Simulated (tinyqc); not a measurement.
Three structures under pressure: Born-Mayer model of an ionic crystal AB. Computed by tinyqc, a small Python program. Command: `OMP_NUM_THREADS=1 python tinyqc.py 3018283 3018284 out.jsonl bornmayer walk`. One thread of a shared host (Intel(R) Xeon(R) Processor @ 2.30GHz), about 0.01 s of CPU time with the checks.

Energies are per ion pair and r is the nearest distance of unlike ions.

Inputs (values chosen for the exercise, for a model salt): ionic charge z = 1; unlike repulsion lambda = 997 eV; range rho = 0.326 angstrom.

Structure: zinc blende. Short range: nearest neighbours only.

Constants: e^2/(4 pi eps_0) = 14.39964548 eV angstrom; 1 eV/angstrom^3 = 160.2176634 GPa.

Method:
- Madelung constant M, unlike neighbours z1, like neighbours z2 at f r, volume per pair: rock salt 1.747565, 6, 12, sqrt2, 2 r^3; caesium chloride 1.762675, 8, 6, 2/sqrt3, 8 r^3/(3 sqrt3); zinc blende 1.638055, 4, 12, sqrt(8/3), 16 r^3/(3 sqrt3).
- U(r) = -M z^2 e^2/(4 pi eps_0 r) + z1 lambda exp(-r/rho).
- With the volume written as c r^3, under pressure take the root at the minimum of the enthalpy and solve U'(r) + 3 c r^2 P = 0; H = U + P V; B = (U'' - 2 U'/r)/(9 c r).

Enthalpy (eV per pair):
```
P (GPa)  rock salt  caesium chloride  zinc blende
0          -7.8764           -7.6670       -7.729
2          -7.3337           -7.1925       -7.026
5          -6.5795           -6.5269       -6.071
10         -5.4281           -5.5021       -4.642
20         -3.3702           -3.6537       -2.137
40          0.1934           -0.4207        2.113
70          4.7862            3.7852        7.493
100         8.8479            7.5309       12.188
```

volumes at zero pressure (angstrom^3): rock salt 45.158, caesium chloride 39.282, zinc blende 59.327

What does the comparison show, and why?

At zero pressure the order is rock salt < zinc blende < caesium chloride. Between 5 and 10 GPa the lowest enthalpy passes from rock salt to caesium chloride. Pressure favours the denser structure, through P V. The Madelung constants, the number of repulsive contacts and the volumes (45.2, 39.3, 59.3 angstrom^3 at P = 0) all matter. Caution: rigid ions with fixed charges leave out polarisation and covalency, so such models often misplace transition pressures.

Extremes, crossings and ranges named in words are read from the listed rows.
